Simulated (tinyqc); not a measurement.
Anneal temperature: kinetics of strain relaxation and threading dislocations in mismatched semiconductor layers. Computed by tinyqc, a small Python program. Command: `OMP_NUM_THREADS=1 python tinyqc.py 3014410 3014411 out.jsonl threading walk`. One thread of a shared host (Intel(R) Xeon(R) Processor @ 2.30GHz), about 0.01 s of CPU time with the checks.

60-degree dislocations on {111} planes of a (001) layer, isotropic elasticity. The Schmid factor is 1/sqrt(6), and a misfit segment relieves strain with b/2.

Inputs (values chosen for the exercise, modelled on In(0.2)Ga(0.8)As on GaAs):
```
quantity                        value         unit
misfit f                       0.0149            -
shear modulus G                  42.6          GPa
Poisson ratio nu                 0.32            -
Burgers vector b                 4.05     angstrom
glide activation energy Q        1.34           eV
velocity prefactor v0           11000  m/s per MPa
layer thickness h                  25           nm
anneal temperature T              745            K
anneal time t                      59            s
initial thread density rho_0    24000       1/cm^2
multiplication constant delta   20000          1/m
```

Sources: fixed density of threads.

Constants: k_B = 8.617333262e-05 eV/K.

Method:
- Excess resolved stress tau = (1/sqrt 6) [2 G (1 + nu)/(1 - nu)] (e - e_eq), e_eq = b (1 - nu/4) [ln(h/b) + 1]/(4 pi (1 + nu) h), the Matthews-Blakeslee strain of an uncapped layer; glide velocity v = v0 tau exp(-Q/(k_B T)), tau in MPa.
- Threads run in two directions, so de/dt = -(b/4) rho v, with rho fixed. With x = e - e_eq, x0 = f - e_eq (fully strained at t = 0) and v = m S x (m the mobility, S x = tau): x = x0 exp(-t/t_r), t_r = 4/(b rho_0 m S).
- The half time is that at which x = x0/2.

half time = 44.5896 s

excess stress tau = 695.262 MPa

equilibrium strain e_eq = 0.00460280

After the time t:
```
T (K)  first velocity (micrometre/s)  relieved (%)  threads (1/cm^2)  half time (s)
604                       5.0417e+01         0.700             24000     5.8259e+03
633                       1.6399e+02         2.257             24000     1.7911e+03
669                       6.1506e+02         8.207             24000     4.7755e+02
699                       1.6679e+03        20.723             24000     1.7611e+02
735                       4.9588e+03        49.863             24000     5.9233e+01
760                       9.9453e+03        74.960             24000     2.9534e+01
796                       2.5090e+04        96.960             24000     1.1707e+01
856                       9.8666e+04       100.000             24000     2.9769e+00
```

What does the comparison show, and why?

The half time follows exp(Q/(k_B T)), a decade for each 80 K near 735 K. Relief goes from 21 % at 699 K to 75.0 % at 760 K: with a fixed density the onset is gradual, and more threads relax the layer sooner. Caution: rows with more than 50 % relieved leave out blocking by crossing misfit lines, which slows real layers.

Extremes, crossings and ranges named in words are read from the listed rows.
